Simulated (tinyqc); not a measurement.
Inside a calculation. Method: coherent transport through a tight-binding region between two chains. Computed by tinyqc, a small Python program that keeps every step. Settings: temperature = 4, mu = 0.24. Command: `OMP_NUM_THREADS=1 python tinyqc.py 25681 25682 out.jsonl` (the two numbers bound the seeds that draw the settings). One thread of a shared host (Intel(R) Xeon(R) Processor @ 2.60GHz), about 0.07 s of CPU time with the checks.

## Transmission at E = -0.97 eV

H of the central region (eV):
$$\begin{pmatrix}
0.950000 & -1.490000 & 0.000000 & -1.490000 \\
-1.490000 & 0.180000 & -1.490000 & 0.000000 \\
0.000000 & -1.490000 & -0.540000 & -1.490000 \\
-1.490000 & 0.000000 & -1.490000 & -0.570000
\end{pmatrix}$$

Leads: semi-infinite chains with site energy 0:
```
parameter                           value
lead hopping t (eV)              1.930000
coupling to the left lead (eV)   0.470000
coupling to the right lead (eV)  1.400000
left contact site                       1
right contact site                      2
```

E = -0.970000 eV

Surface Green function g = (E - i sqrt(4 t^2 - E^2)) / (2 t^2); self-energy tc^2 g on each contact site; G = (E - H - Sigma)^(-1); Gamma = -2 Im Sigma; T = Gamma_L Gamma_R |G_LR|^2; local density of states -Im G_ii / pi.

g = -0.130205-0.501508i 1/eV

G (1/eV):
$$\begin{pmatrix}
-0.424538-0.021034i & 0.024894+0.020402i & 0.452947+0.016864i & 0.105822-0.015535i \\
0.024894+0.020402i & -0.487040-0.362312i & 0.114745+0.083318i & 0.520154+0.386356i \\
0.452947+0.016864i & 0.114745+0.083318i & -0.329073-0.042525i & 0.461429-0.095590i \\
0.105822-0.015535i & 0.520154+0.386356i & 0.461429-0.095590i & -0.386990-0.413943i
\end{pmatrix}$$

local density of states (1/eV): [0.006695, 0.115327, 0.013536, 0.131762]

transmission = 0.000451

## Transmission across the band

The same steps on a grid of energies.

T(E):
```
E (eV)              T
-3.66700000  0.013960
-3.30030000  0.200272
-2.93360000  0.058271
-2.56690000  0.022021
-2.20020000  0.011303
-1.83350000  0.006174
-1.46680000  0.003002
-1.10010000  0.000920
-0.73340000  0.000034
-0.36670000  0.000191
0.00000000   0.146122
0.36670000   0.295196
0.73340000   0.112162
1.10010000   0.076643
1.46680000   0.064987
1.83350000   0.063026
2.20020000   0.068790
2.56690000   0.086489
2.93360000   0.136267
3.30030000   0.310240
3.66700000   0.093806
```

levels of the isolated region (eV): [-3.086902, -0.209611, 0.202292, 3.114221]

## Current

I = (2e/h) int T(E) [f(E - mu - V/2) - f(E - mu + V/2)] dE at 4 K with mu = 0.24 eV, the bias not changing H; 2e^2/h = 77.48092 microsiemens; the integral runs over the band on 4001 points.

Current:
```
V (volt)  I (microampere)
0.010000         0.492339
0.050000         2.446621
0.100000         4.971757
0.200000        10.218647
0.400000        17.222257
0.800000        21.103504
```
